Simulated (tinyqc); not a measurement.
Deformation-potential model of the Delta valleys of a conduction band: sweeps and comparisons. A value that a table varies takes the place of the one given here.

Valleys with axes along x, y and z, each a pair at +k and -k. Herring-Vogt shift of a valley with unit axis a: dE = Xd tr(e) + Xu a.e.a. Non-degenerate shares n_i = exp(-dE_i/kT)/sum_j exp(-dE_j/kT). Inverse mass tensor of a valley: (1 - a a)/mt + a a/ml; the masses are taken as independent of strain.

s11 = (C11 + C12)/((C11 - C12)(C11 + 2 C12)), s12 = -C12/((C11 - C12)(C11 + 2 C12)), s44 = 1/C44; exx = s11 sxx + s12 (syy + szz) and cyclic, exy = s44 sxy/2; tension is positive. A uniaxial stress X along the unit vector n is s_ij = X n_i n_j.

Constants: kB = 8.617333262e-05 eV/K.

Inputs chosen for the exercise (near those of Si; the results hold for these values, not for the real material): ml = 0.912 m0 (longitudinal mass); mt = 0.197 m0 (transverse mass); Xd = 1.05 eV (dilation potential); Xu = 8.79 eV (uniaxial potential); C11 = 167.2 GPa; C12 = 64.7 GPa; C44 = 77.8 GPa; load = uniaxial [110] (kind of stress); T = 300 K (temperature); X1 = 1 GPa (size of the stress); X = -0.8 GPa (stress).

## Sweep of a uniaxial [110] stress

m_c = 1/(u.M.u) along [001] with M = sum_i n_i (inverse mass tensor); gain against zero stress at a fixed scattering time.

Results:
```
X (GPa),spread (meV),lowest edge (meV),n x,n y,n z,m_c (m0),gain (%)
-1.50,64.3,-41.6,0.480,0.480,0.040,0.2034,31.1
-0.75,32.2,-20.8,0.437,0.437,0.126,0.2186,22.0
-0.30,12.9,-8.3,0.383,0.383,0.233,0.2411,10.6
0.00,0.0,0.0,0.333,0.333,0.333,0.2667,0.0
0.30,12.9,-4.5,0.274,0.274,0.451,0.3049,-12.5
0.75,32.2,-11.4,0.183,0.183,0.634,0.3919,-31.9
1.50,64.3,-22.7,0.071,0.071,0.858,0.6011,-55.6
```

What can be read from the table?

Along [001] the gain is +31.1 % at -1.50 GPa and -55.6 % at 1.50 GPa. The slope at zero stress (from +/- 0.001 GPa), -39.1 % per GPa, carried to the ends would give +59 and -59 %; the response falls behind at both ends, as it saturates once the spread passes a few kT (kT = 25.9 meV, spread up to 64 meV).

## Gain for each load and current direction

Each load has the size X1. Gain m_c(0)/m_c - 1 in per cent from repopulation alone, m_c = 1/(u.M.u), M = sum_i n_i (inverse mass tensor); biaxial means sxx = syy.

Gain (%); + is tension, - compression:
```
load,[100],[010],[001],[110],[1-10],[111]
uniaxial [110] (+),20.7,20.7,-41.5,20.7,20.7,0.0
uniaxial [110] (-),-13.1,-13.1,26.2,-13.1,-13.1,0.0
uniaxial [100] (+),33.5,-16.7,-16.7,8.4,8.4,0.0
uniaxial [100] (-),-63.6,31.8,31.8,-15.9,-15.9,0.0
uniaxial [111] (+),0.0,0.0,0.0,0.0,0.0,0.0
uniaxial [111] (-),0.0,0.0,0.0,0.0,0.0,0.0
biaxial (001) (+),31.8,31.8,-63.6,31.8,31.8,0.0
biaxial (001) (-),-16.7,-16.7,33.5,-16.7,-16.7,0.0
```

How do the results move?

The largest gain is +33.5 %, for uniaxial [100] (+) with the current along [100] and biaxial (001) (-) with the current along [001]; for a [110] channel it is +31.8 %, under biaxial (001) (+). No gain or loss appears under uniaxial [111]: the valleys stay equivalent (in real silicon shear also changes the masses, which this model leaves out).

## Temperature and repopulation

The load is fixed; m_c along [001] as 1/(u.M.u).

Results:
```
T (K),kT (meV),n x,n y,n z,m_c (m0)
50,4.31,0.500,0.500,0.000,0.1970
77,6.64,0.499,0.499,0.003,0.1974
150,12.93,0.483,0.483,0.034,0.2024
225,19.39,0.461,0.461,0.079,0.2099
300,25.85,0.441,0.441,0.117,0.2169
400,34.47,0.422,0.422,0.156,0.2245
500,43.09,0.408,0.408,0.184,0.2302
```

How do the results move?

The largest share falls from 0.500 at 50 K to 0.408 at 500 K (equal shares: 0.333); m_c goes from 0.1970 to 0.2302, against 0.2667 without stress. Only spread/kT enters, so the small-stress response goes as 1/T.

## What each parameter does

Spread of the valley edges, lowest edge, largest share and m_c along [001]. Each row changes one parameter from the base and keeps the others.

Results:
```
case,spread (meV),lowest edge (meV),largest share,m_c (m0)
base,34.30,-22.17,0.4414,0.2169
ml = 1.094 m0,34.30,-22.17,0.4414,0.2179
mt = 0.236 m0,34.30,-22.17,0.4414,0.2584
Xd = 1.26 eV,34.30,-22.74,0.4414,0.2169
Xu = 7.032 eV,27.44,-18.30,0.4263,0.2228
C11 = 133.76 GPa,50.91,-29.07,0.4674,0.2076
C12 = 77.64 GPa,39.26,-22.96,0.4506,0.2135
C44 = 93.36 GPa,34.30,-22.17,0.4414,0.2169
X = -0.96 GPa,41.16,-26.60,0.4538,0.2124
T = 240 K,34.30,-22.17,0.4565,0.2114
```

What can be read from the table?

The largest shifts from the base row, up to three for each result and ties (the steps differ in size, so this ranks the rows, not the parameters). spread (meV): C11 +16.61, Xu -6.86, X +6.86; unchanged at the printed digits by ml, mt, Xd, C44 and T. lowest edge (meV): C11 -6.90, X -4.43, Xu +3.87; unchanged at the printed digits by ml, mt, C44 and T. largest share: C11 +0.0259, Xu -0.0152, T +0.0151; unchanged at the printed digits by ml, mt, Xd and C44. m_c (m0): mt +0.0415, C11 -0.0093, Xu +0.0058; unchanged at the printed digits by Xd and C44. Xd moves all valleys together, so it shifts the edge and nothing else.

Program tinyqc; command `OMP_NUM_THREADS=1 python tinyqc.py 1080213 1080214 out.jsonl`; about 0.03 s on one thread of a shared Intel(R) Xeon(R) Processor @ 2.30GHz.
